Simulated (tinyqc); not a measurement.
What each parameter does: type-II superlattice in the two-band Kane model.

Motion along the axis, period d = a + b, c = hbar^2/2m0. Conduction and light-hole bands couple: (E - Ec)(E - Ev) = Ep c k^2 in each layer, with mass m(E) = (E - Ev)/Ep, which may be negative. The conduction envelope psi and psi'/m(E) are continuous; a layer carries them by [[cos kt, (m/k) sin kt], [-(k/m) sin kt, cos kt]] (cosh and sinh for k^2 < 0), and cos(q d) = tr(M_B M_A)/2. C1 is the first miniband above EvB, with its bottom at tr/2 = +1 and its top at -1; the gap is the bottom of C1 less the top heavy-hole level HH1.

Heavy holes are uncoupled: with e = EvB - E, p = sqrt(mhB e/c), w = sqrt(mhA (EvB - EvA - e)/c), the top level HH1 at q = 0 solves (p/mhB) tan(p b/2) = (w/mhA) tanh(w a/2).

Constants: hbar^2/2m0 = 3.80998211 eV angstrom^2.

Inputs chosen for the exercise (near those of an InAs/GaSb superlattice; the results hold for these values, not for the real material): a = 39 angstrom (layer A); b = 43 angstrom (layer B); EcA = 0 eV (conduction edge of A); EvA = -0.419 eV (valence edge of A); EcB = 0.963 eV (conduction edge of B); EvB = 0.135 eV (valence edge of B); EpA = 14.4 eV (coupling energy in A); EpB = 18.2 eV (coupling energy in B); mhA = 0.33 m0 (heavy hole in A); mhB = 0.26 m0 (heavy hole in B).

Bottom and width of C1, HH1 and the gap.

One parameter was then changed.

Results before and after:
```
case     C1 (eV)  width (meV)  HH1 (eV)  gap (meV)
base      0.2892         48.4    0.0866      202.5
changed   0.2873         45.8    0.0670      220.3
```

Which of these changes was made? (a) EvB = 0.115 eV; (b) a = 36 angstrom; (c) EpA = 15.6 eV; (d) EcB = 1.013 eV; (e) EvA = -0.449 eV; (f) mhB = 0.3 m0; (g) b = 40 angstrom.

Answer: (a) EvB = 0.115 eV. Of the candidates, run in turn, only this one gives the changed row.

All candidates:
```
case             C1 (eV)  width (meV)  HH1 (eV)  gap (meV)
base              0.2892         48.4    0.0866      202.5
a = 36 angstrom   0.3131         51.4    0.0866      226.4
b = 40 angstrom   0.2850         55.1    0.0809      204.1
EvB = 0.115 eV    0.2873         45.8    0.0670      220.3
EcB = 1.013 eV    0.2941         44.3    0.0866      207.5
EvA = -0.449 eV   0.2848         47.4    0.0861      198.7
EpA = 15.6 eV     0.2974         51.0    0.0866      210.8
mhB = 0.3 m0      0.2892         48.4    0.0906      198.5
```

Run: tinyqc, `OMP_NUM_THREADS=1 python tinyqc.py 1251895 1251896 out.jsonl`; Intel(R) Xeon(R) Processor @ 2.30GHz, one thread, shared host; about 0.04 s of CPU time with all checks.
